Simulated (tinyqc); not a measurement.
# From one set of inputs to another, one input at a time

Model: thermal and gravitational stress in a wafer during furnace and rapid thermal processing, and the onset of slip. Computed by tinyqc, a small Python program. Command: `OMP_NUM_THREADS=1 python tinyqc.py 3031079 3031080 out.jsonl slip ladder`. One thread of a shared host (Intel(R) Xeon(R) Processor @ 2.30GHz), about 0.01 s of CPU time with the checks.

A thin free disc in plane stress, isotropic; T(r) = T_centre + dT (r/R)^n with n = 2. Stress is positive in tension; sigma_SB = 5.670374419e-8 W/(m^2 K^4), g = 9.80665 m/s^2.

The inputs printed are set A. Inputs not listed in the table keep their values of set A, so the rows need not describe a real material.

Inputs (values chosen for the exercise, modelled on silicon): wafer radius R = 75 mm; thickness t = 675 micrometre; Young's modulus E = 149 GPa; Poisson ratio nu = 0.22; expansion alpha = 4.21 1e-6/K; edge less centre temperature dT = 24 K; temperature T = 1200 K; prefactor A of the critical stress = 0.00055 MPa; energy U of the critical stress = 1.08 eV; density rho = 2330 kg/m^3; heat capacity c = 955 J/(kg K); conductivity k = 28.5 W/(m K); wafer spacing s = 14 mm; ramp rate = 15 K/min; radius of the support ring over R = 0.75.

Temperature profile: parabolic.

Constants: k_B = 8.617333262e-05 eV/K.

Method:
- With x = r/R: s_rr = alpha E dT (1 - x^n)/(n + 2), s_tt = alpha E dT [1 - (n + 1) x^n]/(n + 2).
- Critical resolved stress tau_c = A exp(U/(k_B T)), a form chosen for the exercise; slip when 0.492799 |s_tt(R)| > tau_c; allowed |dT| = tau_c (n + 2)/(0.492799 n alpha E).
- In a stack heated from the rim, heat flows inward by conduction and by radiation between wafers: k_eff = k + (16/3) sigma_SB T^3 s^2/t (a diffusion estimate with the spacing as path length). A steady ramp gives the parabolic lag dT = rho c (ramp) R^2/(4 k_eff); the allowed ramp uses n = 2.
- Own weight q = rho g t on a ring of radius b R, x = r/R: moments of an edge-supported plate, M_r = q R^2 (3 + nu)(1 - x^2)/16 and M_t = q R^2 [(3 + nu) - (1 + 3 nu) x^2]/16, less the uniform moment inside the ring load, q R^2 [(1 - nu)(1 - b^2) - 2 (1 + nu) ln b]/8; stress at the lower face = 6 M/t^2.

Each row keeps all changes above it:
```
input moved                                  from      to  hoop stress at the edge (MPa)  allowed ramp rate (K/min)  stress at the centre (MPa)
set A                                           -       -                       -7.52748                     422.32                    0.080945
prefactor A of the critical stress (MPa)  0.00055  0.0005                       -7.52748                     383.93                    0.080945
wafer spacing s (mm)                           14     5.2                       -7.52748                     105.30                    0.080945
Young's modulus E (GPa)                       149     144                       -7.27488                     108.95                    0.080945
ramp rate (K/min)                              15     3.2                       -7.27488                     108.95                    0.080945
edge less centre temperature dT (K)            24     -15                        4.54680                     108.95                    0.080945
temperature T (K)                            1200    1125                        4.54680                     202.30                    0.080945
expansion alpha (1e-6/K)                     4.21    4.44                        4.79520                     191.82                    0.080945
```

Which inputs carry the difference?

Hoop stress at the edge goes from -7.53 to 4.80, +12.3 in all. The largest single move comes from edge less centre temperature dT (+11.8). Allowed ramp rate goes from 422 to 192, a factor 0.454 in all. The largest single move comes from wafer spacing s (a factor 0.274), and temperature T works against it (a factor 1.86). The single moves hold for this order of the switches; the total does not depend on the order.

Extremes, crossings and ranges named in words are read from the listed rows.
